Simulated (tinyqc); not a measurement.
Cabrera-Mott growth of a thin oxide under its own electric field. Inputs raised by 2 %, one at a time. Computed by tinyqc, a small Python program. Command: `OMP_NUM_THREADS=1 python tinyqc.py 3025942 3025943 out.jsonl cabrera sens`. One thread of a shared host (Intel(R) Xeon(R) Processor @ 2.30GHz), about 0.04 s of CPU time with the checks.

Electrons cross the film freely and set a fixed potential V across it; the field V/x lowers the barrier for ions entering the oxide.

Inputs (values chosen for the exercise, for a model metal):
```
quantity                     value        unit
barrier W                     1.72          eV
Mott potential V               1.3           V
ion charge number z              3           -
half jump distance b           2.2    angstrom
prefactor u0 = N Omega nu  1.8e+12  angstrom/s
temperature T                  200           K
starting thickness x0          6.9    angstrom
time t                      390000           s
```

Backward hops: kept.

Constants: k_B = 8.617333262e-05 eV/K.

Method:
- u = u0 exp(-W/(k_B T)), X1 = z b V/(k_B T) with V in volts and k_B T in eV; dx/dt = 2 u sinh(X1/x).
- t(x) = int_(x0)^x dx / (dx/dt) by Gauss-Legendre quadrature (80 points on each side of (x0 + 2 x)/3), solved for x.
- Growth counts as stopped when u exp(X1/x) falls to 1e-5 angstrom/s: x_L = X1/ln(1e-5/u), defined while u is below that rate; the critical temperature is T_c = W/(k_B ln(u0/1e-5)).

Runs; columns: (1) input moved; (2) from; (3) to; (4) thickness x (angstrom); (5) rate at time t (angstrom/s); (6) field at time t (MV/cm); (7) critical temperature T_c (K):
```
(1)                                         (2)        (3)     (4)         (5)     (6)     (7)
base run                                      -          -  8.7642  3.8238e-07  14.833  502.36
barrier W (eV)                             1.72     1.7544  8.4762  3.5804e-07  15.337  512.41
Mott potential V (V)                        1.3      1.326  8.9365  3.8976e-07  14.838  502.36
half jump distance b (angstrom)             2.2      2.244  8.9365  3.8976e-07  14.547  502.36
prefactor u0 = N Omega nu (angstrom/s)  1.8e+12  1.836e+12  8.7671  3.8263e-07  14.828  502.11
temperature T (K)                           200        204  8.8912  4.0095e-07  14.621  502.36
time t (s)                               390000     397800  8.7671  3.7513e-07  14.828  502.36
```

Exponents ln(y'/y) / ln(x'/x):
```
input                      thickness x  rate at time t  field at time t  critical temperature T_c
barrier W                       -1.687          -3.320            1.687                     1.000
Mott potential V                 0.983           0.967            0.017                     0.000
half jump distance b             0.983           0.967           -0.983                     0.000
prefactor u0 = N Omega nu        0.017           0.033           -0.017                    -0.025
temperature T                    0.727           2.396           -0.727                     0.000
time t                           0.017          -0.967           -0.017                     0.000
```

To which inputs is each result most sensitive?

Among the inputs moved here: thickness x answers most in size to barrier W (exponent -1.687), next to Mott potential V (+0.983). Its exponent +0.983 in Mott potential V: thin-film growth stops near a fixed field V/x. Rate at time t answers most in size to barrier W (exponent -3.320), next to temperature T (+2.396). Its exponent -0.967 in time t: inverse-logarithmic growth: the rate falls nearly as 1/t. Field at time t answers most in size to barrier W (exponent +1.687), next to half jump distance b (-0.983). Its exponent +0.017 in Mott potential V: the film grows until the field reaches about the same value. Critical temperature T_c answers most in size to barrier W (exponent +1.000), next to prefactor u0 = N Omega nu (-0.025); its exponent is below 0.0005 for Mott potential V, half jump distance b, temperature T, time t.

Caution (all rows): the starting field or rate is formal: the first layers form as fast as oxygen arrives.
